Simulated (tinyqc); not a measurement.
Ideality from Voc and Vmp.

Inverse problem. An ideal cell J = Jsc - J0 (exp(V/(n Vt)) - 1) has exp((Voc - Vmp)/(n Vt)) = 1 + Vmp/(n Vt) at maximum power. Find n, J0 and FF.

Parameters, values chosen for the exercise:
```
symbol,value,unit,meaning
T,300,K,temperature
```

Constants: q = 1.602176634e-19 C, kB = 1.380649e-23 J/K, Vt = kB T/q. Results are converted to the units shown.

Jsc = 19.6 mA/cm^2
Voc = 1.0576181 V
Vmp = 0.92341285 V

Solution. With a = n Vt, a ln(1 + Vmp/a) rises steadily with a, so Voc - Vmp fixes it; J0 follows from Voc.

n = 1.67
J0 = 4.50e-13 A/cm^2
FF = 0.834

tinyqc, about 0.01 s, one thread, Intel Xeon 2.30GHz (shared host): `OMP_NUM_THREADS=1 python tinyqc.py 2280118 2280119 out.jsonl`
